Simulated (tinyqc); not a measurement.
# Input admittance of a MOSFET at zero drain bias: distributed channel and distributed gate: two studies

Source and drain grounded, strong inversion, w = 2 pi f, Cox = eps0 eox/tox. The channel is an RC line of resistance 1/(mu Cox Vo) per square fed from both ends, so one finger has the intrinsic admittance y = i w Cox L tanh(g)/g per width, g = (1/2) sqrt(i w tau), tau = L^2/(mu Vo). The vertical resistance rv/L is in series with y, the overlaps 2 i w Cov in parallel: y_t = 1/(1/y + rv/L) + 2 i w Cov. The gate strip is a line of Rsh/L per length loaded by y_t, so a finger has Y = y_t Wf tanh(k)/k, k = (Wf/sd) sqrt(y_t Rsh/L); the device has Nf Y.

Values chosen for this exercise; values of the order met in silicon radio-frequency transistors: relative permittivity of the gate insulator (close to silicon dioxide) eox = 3.9; insulator thickness tox = 3 nm; channel length L = 1.3 um; finger width Wf = 19 um; number of fingers Nf = 1; channel mobility mu = 100 cm^2/(V s); gate overdrive Vo = 0.25 V; sheet resistance of the gate Rsh = 18 ohm/square; vertical resistivity of the gate stack rv = 0 ohm um^2; number of ends at which a finger is contacted sd = 1; overlap and fringe capacitance on each side Cov = 0.33 fF/um; frequency f = 2.1 GHz.

Constants: eps0 = 8.8541878128e-14 F/cm where lengths are in cm. Results are converted to the units shown.

Each table varies one quantity; the others keep the values above.

## Input impedance against frequency

Low-frequency limits, with c = Cox L and ct = c + 2 Cov: R_strip = Rsh Wf/(3 sd^2 L Nf), R_ch = (c/ct)^2 L/(12 mu Cox Vo Wf Nf), R_vert = (c/ct)^2 rv/(L Wf Nf), C = ct Wf Nf. Z = 1/(Nf Y) = R + 1/(i w C), Q = |Im Z|/R, far-point signal |1/cosh k|.

The same in every row: low-frequency R (ohm) = 269.4.

Results:

| f (GHz) | w tau | \|k\| | R (ohm) | C (fF) | Q | signal at the far point |
|---|---|---|---|---|---|---|
| 0.02 | 0.08495 | 0.09906 | 269.4 | 296.8 | 99.49 | 1.000 |
| 0.06 | 0.2548 | 0.1716 | 269.4 | 296.8 | 33.17 | 0.9996 |
| 0.2 | 0.8495 | 0.3127 | 269.3 | 296.4 | 9.967 | 0.9959 |
| 0.4 | 1.699 | 0.4400 | 269.0 | 295.2 | 5.010 | 0.9843 |
| 1 | 4.247 | 0.6734 | 266.8 | 287.3 | 2.076 | 0.9208 |
| 9 | 38.23 | 1.231 | 196.4 | 129.9 | 0.6931 | 0.6151 |
| 20 | 84.95 | 1.531 | 147.8 | 82.17 | 0.6554 | 0.4976 |
| 60 | 254.8 | 2.121 | 104.7 | 42.84 | 0.5916 | 0.3111 |

Estimate the missing row, f = 3 GHz.

Computed row:

| f (GHz) | w tau | \|k\| | R (ohm) | C (fF) | Q | signal at the far point |
|---|---|---|---|---|---|---|
| 3 | 12.74 | 0.9741 | 252.1 | 236.2 | 0.8908 | 0.7454 |

With this row back in the table: R falls from 269 to 105 ohm and C falls from 297 to 42.8 fF. Q goes as f^(-1.00) between the first two rows and f^(-0.09) between the last two, where w tau = 255 and |k| = 2.12. The low-frequency limits hold both R and C within 5 % up to f = 1 GHz among the rows.

## Effect of the gate overdrive

Same model as above.

Effect of the gate overdrive:

| Vo (V) | w tau | \|k\| | R (ohm) | low-frequency R (ohm) | C (fF) | Q | signal at the far point |
|---|---|---|---|---|---|---|---|
| 0.2 | 11.15 | 0.8430 | 298.8 | 314.9 | 248.1 | 1.022 | 0.8084 |
| 0.35 | 6.371 | 0.9367 | 212.4 | 217.5 | 274.7 | 1.299 | 0.8074 |
| 0.5 | 4.460 | 0.9722 | 175.5 | 178.6 | 282.5 | 1.529 | 0.8220 |
| 0.65 | 3.431 | 0.9885 | 155.3 | 157.6 | 285.6 | 1.709 | 0.8361 |
| 0.8 | 2.787 | 0.9971 | 142.6 | 144.5 | 287.2 | 1.851 | 0.8474 |
| 0.95 | 2.347 | 1.002 | 133.8 | 135.5 | 288.1 | 1.966 | 0.8565 |
| 1.1 | 2.027 | 1.005 | 127.5 | 129.0 | 288.6 | 2.060 | 0.8637 |
| 1.25 | 1.784 | 1.008 | 122.6 | 124.0 | 289.0 | 2.139 | 0.8695 |

As Vo goes from 0.2 to 1.25, R falls from 299 to 123 ohm, C rises from 248 to 289 fF and Q rises from 1.02 to 2.14. Only the channel term depends on Vo.

Computed by the program tinyqc: `OMP_NUM_THREADS=1 python tinyqc.py 2262002 2262003 out.jsonl`, one thread of a shared Intel Xeon 2.30GHz, about 0.01 s for the whole run.
